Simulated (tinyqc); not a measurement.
## Resonant-tunnelling diode, transfer matrices and Tsu-Esaki current: effect of the Fermi energy

Emitter (band edge 0), barrier d1, well Lw, barrier d2, spacer ds, collector (edge -V). The bias drops linearly over these layers and none in the contacts; each layer is cut into ns equal slices, flat at the value of their centres. E is the energy of motion across the layers, C = hbar^2/(2 m0), psi and psi'/m are continuous. Transport is coherent, T(E) is taken as independent of the transverse momentum, and charge in the well is ignored.

For the pair (psi, psi'/m) a flat layer has M = [[cos kd, (m/k) sin kd], [-(k/m) sin kd, cos kd]] with k = sqrt(m (E - U)/C) above its edge U, and M = [[cosh Kd, (m/K) sinh Kd], [(K/m) sinh Kd, cosh Kd]] with K = sqrt(m (U - E)/C) below it. Later slices stand to the left. With M acting on (psi, psi'/m) and v = k/m in each lead, T(E) = 4 vL vR/[(vL vR M12 - M21)^2 + (vR M11 + vL M22)^2]. J = J0 times the integral over E > 0 of T(E) N(E), N = ln[(1 + exp((Ef - E)/Vt))/(1 + exp((Ef - V - E)/Vt))], J0 = q^2 mw m0 kB T/(2 pi^2 hbar^3) (times 1e-4 for A/cm^2 per eV). The integral is converged to the digits shown. Er is the first maximum of T(E) at this bias.

Values chosen for this exercise; masses and offsets of a made-up heterostructure: temperature T = 300 K; mass in the well, spacer and contacts mw = 0.073 m0; barrier height U1 = 0.26 eV; barrier mass m1 = 0.095 m0; emitter barrier d1 = 2.1 nm; well width Lw = 4.2 nm; collector barrier d2 = 2.1 nm; slices in each layer ns = 4; undoped spacer after the collector barrier ds = 4.9 nm; bias of the collector V = 0.11 V.

Constants: q = 1.602176634e-19 C, kB = 1.380649e-23 J/K, hbar = 1.054571817e-34 J s, m0 = 9.1093837015e-31 kg, Vt = kB T/q, hbar^2/(2 m0) = 0.0380998212 eV nm^2. Results are converted to the units shown.

Effect of the Fermi energy:
```
Ef (eV)  N at Er = 0.0543 eV  J (kA/cm^2)
0.014                 0.1879        104.9
0.027                 0.2936        163.1
0.04                  0.4462        246.9
0.054                 0.6734        372.1
0.067                 0.9457        523.8
0.08                   1.271        709.1
0.093                  1.637        923.7
0.107                  2.057         1180
```

J rises from 105 to 1180 kA/cm^2, a factor of 11.2, while N at the resonance grows by 10.9. The two agree within 10 %, so the resonance carries the current.

Computed by the program tinyqc: `OMP_NUM_THREADS=1 python tinyqc.py 2600112 2600113 out.jsonl`, one thread of a shared Intel Xeon 2.30GHz, about 0.1 s for the whole run.
